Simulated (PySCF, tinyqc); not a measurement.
Inside a calculation. Method: MP2 on RHF in the sto-3g basis, for H4, spin multiplicity 1. The lowest restricted solution is unstable here: a spin-polarised one lies 0.1212 hartree lower (PySCF). One step of it, computed by the program tinyqc.

Question. Integrals over molecular orbitals. (pq|rs) = sum C_ip C_jq C_kr C_ls (ij|kl), one index at a time.

coefficients C:
```
            MO1        MO2        MO3        MO4
1H 1s  0.351750   0.555489   0.568404   0.795108
2H 1s  0.351750  -0.555489   0.568404  -0.795108
3H 1s  0.351750   0.555489  -0.568404  -0.795108
4H 1s  0.351750  -0.555489  -0.568404   0.795108
```

core Hamiltonian H = T + V (hartree):
```
           1H 1s      2H 1s      3H 1s      4H 1s
1H 1s  -1.683564  -0.846455  -0.883367  -0.479091
2H 1s  -0.846455  -1.683564  -0.479091  -0.883367
3H 1s  -0.883367  -0.479091  -1.683564  -0.846455
4H 1s  -0.479091  -0.883367  -0.846455  -1.683564
```

Two-electron integrals (ij|kl) in chemists' order, unique and non-zero (hartree):
```
(11|11) 0.774606   (21|11) 0.234129   (21|21) 0.096571   (22|11) 0.423438
(22|21) 0.234129   (22|22) 0.774606   (31|11) 0.247493   (31|21) 0.081249
(31|22) 0.158191   (31|31) 0.106546   (32|11) 0.100941   (32|21) 0.042958
(32|22) 0.107119   (32|31) 0.044828   (32|32) 0.023813   (33|11) 0.433417
(33|21) 0.153324   (33|22) 0.317946   (33|31) 0.247493   (33|32) 0.107119
(33|33) 0.774606   (41|11) 0.107119   (41|21) 0.042958   (41|22) 0.100941
(41|31) 0.044828   (41|32) 0.023473   (41|33) 0.100941   (41|41) 0.023813
(42|11) 0.158191   (42|21) 0.081249   (42|22) 0.247493   (42|31) 0.068514
(42|32) 0.044828   (42|33) 0.158191   (42|41) 0.044828   (42|42) 0.106546
(43|11) 0.153324   (43|21) 0.063659   (43|22) 0.153324   (43|31) 0.081249
(43|32) 0.042958   (43|33) 0.234129   (43|41) 0.042958   (43|42) 0.081249
(43|43) 0.096571   (44|11) 0.317946   (44|21) 0.153324   (44|22) 0.433417
(44|31) 0.158191   (44|32) 0.100941   (44|33) 0.423438   (44|41) 0.107119
(44|42) 0.247493   (44|43) 0.234129   (44|44) 0.774606
```

Give: one-electron integrals over orbitals h = C^T H C; Two-electron integrals over orbitals.

Answer.

one-electron integrals over orbitals h = C^T H C (hartree):
```
         1        2        3        4
1  -1.9264   0.0000   0.0000   0.0000
2   0.0000  -1.5322   0.0000   0.0000
3   0.0000   0.0000  -1.5089   0.0000
4   0.0000   0.0000   0.0000  -1.0945
```

Two-electron integrals over orbitals (pq|rs), unique and non-zero (hartree):
```
(11|11) 0.4943   (21|21) 0.1374   (22|11) 0.4831   (22|22) 0.4914
(31|31) 0.1336   (32|32) 0.0844   (33|11) 0.4823   (33|22) 0.4750
(33|33) 0.4903   (41|32) 0.0830   (41|41) 0.0817   (42|31) 0.1345
(42|42) 0.1477   (43|21) 0.1380   (43|43) 0.1515   (44|11) 0.4867
(44|22) 0.4947   (44|33) 0.4946   (44|44) 0.5147
```
